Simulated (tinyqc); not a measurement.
Worked calculation: finite-difference solution of the diffusion equation on a small grid. Computed by tinyqc, a small Python program that keeps every step. Command: `OMP_NUM_THREADS=1 python tinyqc.py 3012048 3012049 out.jsonl fdiff walk`. One thread of a shared host (Intel(R) Xeon(R) Processor @ 2.30GHz), about 0.01 s of CPU time with the checks. Intermediate numbers are printed to about 5 digits and carried at full precision; extremes and crossings named in words are read from the listed rows.

dC/dt = D d2C/dx2 on nodes x_j = j dx, j = 0..8; the far end is sealed.

Inputs (values chosen for the exercise):
```
quantity         value    unit
diffusivity D      1.1  nm^2/s
grid spacing dx     50      nm
time step dt       730       s
final time t_f    7300       s
loss velocity h   0.02    nm/s
```

Boundary at x = 0: surface loss. Scheme: explicit.

start values C_j, j = 0, 1, ... (% of a reference): 6.13  36  72.5  100  76.5  28.8  12  0  0

## Mesh ratio and operator

The operator M acts as (M C)_j = C_(j-1) - 2 C_j + C_(j+1); at the sealed far end a mirror node gives 2 C_(N-2) - 2 C_(N-1); at j = 0, the outward flux h C_0 gives 2 C_1 - (2 + 2 h dx/D) C_0. r = D dt/dx^2.

mesh ratio r = 0.3212

operator M:
```
         0        1        2        3        4        5        6        7
0  -3.8182   2.0000   0.0000   0.0000   0.0000   0.0000   0.0000   0.0000
1   1.0000  -2.0000   1.0000   0.0000   0.0000   0.0000   0.0000   0.0000
2   0.0000   1.0000  -2.0000   1.0000   0.0000   0.0000   0.0000   0.0000
3   0.0000   0.0000   1.0000  -2.0000   1.0000   0.0000   0.0000   0.0000
4   0.0000   0.0000   0.0000   1.0000  -2.0000   1.0000   0.0000   0.0000
5   0.0000   0.0000   0.0000   0.0000   1.0000  -2.0000   1.0000   0.0000
6   0.0000   0.0000   0.0000   0.0000   0.0000   1.0000  -2.0000   1.0000
7   0.0000   0.0000   0.0000   0.0000   0.0000   0.0000   1.0000  -2.0000
8   0.0000   0.0000   0.0000   0.0000   0.0000   0.0000   0.0000   2.0000

         8
0   0.0000
1   0.0000
2   0.0000
3   0.0000
4   0.0000
5   0.0000
6   0.0000
7   1.0000
8  -2.0000
```

## Amplification factors

The mode of M with eigenvalue mu has its amplitude multiplied per step by g = (1 + (1 - theta) r mu)/(1 - theta r mu), with theta = 0 explicit, 1 implicit, 1/2 Crank-Nicolson; the explicit scheme is stable for r up to 2/|mu_min|.

eigenvalues mu of M: -4.7029  -3.9489  -3.5757  -2.9463  -2.1847  -1.4134  -0.7461  -0.2703  -0.0298

factors g: -0.51058  -0.26837  -0.14852  0.05366  0.29827  0.54601  0.76034  0.91317  0.99041

largest stable r of the explicit scheme = 0.42527

The smallest factor is -0.511: the shortest waves flip sign at each step while they decay.

## Time step 1

C at the start (%): 6.13  36.00  72.50  100.00  76.50  28.80  12.00  0.00  0.00

With r = D dt/dx^2: (1 - theta r M) C(new) = (1 + (1 - theta) r M) C(old); theta = 0 explicit, 1 implicit, 1/2 Crank-Nicolson.

C after step 1 (%): 21.739  38.130  69.609  83.619  68.727  38.725  13.542  3.854  0.000

## Time step 2

The formulas are those given above.

C after step 2 (%): 19.573  42.976  63.998  74.336  63.874  40.273  18.519  5.728  2.476

## All steps

The run takes n = round(t_f/dt) steps of length t_f/n. The dose is the trapezoidal sum of C dx; the error is the largest difference from exp(M D t/dx^2) C(0), the exact time evolution on the same grid.

Course of the run:
```
step  t (s)     C_1     C_4  dose (% nm)  largest error
1       730  38.130  68.727        16354         6.0499
2      1460  42.976  63.874        16036         2.8512
3      2190  42.211  59.653        15751         2.6262
4      2920  41.993  56.189        15412         2.1237
5      3650  40.333  53.323        15093         1.8163
6      4380  38.851  50.855        14771         1.5087
7      5110  37.046  48.728        14466         1.3155
8      5840  35.354  46.843        14171         1.1579
9      6570  33.649  45.167        13890         1.0543
10     7300  32.049  43.653        13622         0.9746
```

C at the end (%): 17.460  32.049  41.876  45.715  43.653  37.319  29.484  23.204  20.821

largest error at t_f = 0.97457 %

final dose = 13622 % nm

final C_4 = 43.653 %

The time-step error at the end is 0.97 on a scale of 45.7. The dose falls through the surface.

## The three schemes as the step is halved

Each run reaches t_f in n equal steps; errors are the largest difference from exp(M D t_f/dx^2) C(0). A dash marks unstable explicit runs.

Largest error at t_f (%):
```
steps n        r  explicit  implicit  Crank-Nicolson
4        0.80300         -    2.5527      1.7181e-01
8        0.40150    2.6895    1.2701      4.5058e-02
16       0.20075    0.6156    0.6307      1.1343e-02
32       0.10038    0.3101    0.3139      2.8406e-03
64       0.05019    0.1556    0.1565      7.1043e-04
128      0.02509    0.0779    0.0782      1.7763e-04
256      0.01255    0.0390    0.0390      4.4408e-05
```

From the last two rows, halving the step divides the error by 2.00 (explicit), 2.00 (implicit), 4.00 (Crank-Nicolson): a factor 2 marks first order in dt and 4 second order. The explicit scheme needs n of at least 8 to be stable; the other two are stable at any step.

Checks made by the program: matrix exponential against 4096 Crank-Nicolson steps (relative difference 4e-09).
